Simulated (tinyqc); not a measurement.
From results back to parameters: inversion layer as a triangular well, valleys of the Si type. Three cases, with inputs chosen for the exercise.

Problem. The spacing of the two lowest levels of one ladder was computed from a hidden sheet density Ns.

The field is taken as constant, e F = 4 pi (e^2/4 pi eps0)(Nd + eta Ns)/eps, with 1e12/cm^2 = 1e-4/angstrom^2, and the oxide as a hard wall at z = 0; c = hbar^2/2m0.

Level j of a valley lies at E_j = a_j (c (e F)^2/m_z)^(1/3) above the band edge at the surface, with the Airy zeros a_j = 2.338107, 4.087949, 5.520560, 6.786708, 7.944134, 9.022651, 10.040174, 11.008524, 11.936016, 12.828777, and has <z> = 2 E_j/(3 e F).

Constants: hbar^2/2m0 = 3.80998211 eV angstrom^2; e^2/(4 pi eps0) = 14.39964547 eV angstrom.

Find: F; Ns.

Method. e F = sqrt(m_z/c) [(E_1 - E_0)/(a_1 - a_0)]^(3/2), with a_0 and a_1 the first two zeros; then Ns = (eps e F/(4 pi e^2/4 pi eps0) - Nd)/eta.

Case 1.

Values chosen (near those of Si; the results hold for these values, not for the real material): m_z = 0.898 m0 (confinement mass); eps = 11.5 (dielectric constant); Nd = 0.33 x 1e12/cm^2 (depletion charge); eta = 0.5 (share of Ns in the effective field).

E_1 - E_0 = 116.9342 meV

Solution.

F = 0.8387 MV/cm
Ns = 10.00 x 1e12/cm^2

Case 2.

Values chosen (near those of Si; the results hold for these values, not for the real material): m_z = 0.902 m0 (confinement mass); eps = 11.5 (dielectric constant); Nd = 0.36 x 1e12/cm^2 (depletion charge); eta = 0.5 (share of Ns in the effective field).

E_1 - E_0 = 33.1139 meV

Solution.

F = 0.1267 MV/cm
Ns = 0.89 x 1e12/cm^2

Case 3.

Values chosen (near those of Si; the results hold for these values, not for the real material): m_z = 0.3194 m0 (confinement mass); eps = 11.9 (dielectric constant); Nd = 1.1 x 1e12/cm^2 (depletion charge); eta = 0.5 (share of Ns in the effective field).

E_1 - E_0 = 82.5204 meV

Solution.

F = 0.2965 MV/cm
Ns = 1.70 x 1e12/cm^2

Computed by tinyqc, one run a case: `OMP_NUM_THREADS=1 python tinyqc.py N N+1 out.jsonl` with N = 1252796, 1280029, 1280053; one thread of a shared Intel(R) Xeon(R) Processor @ 2.30GHz, about 0.03 s a run at most.
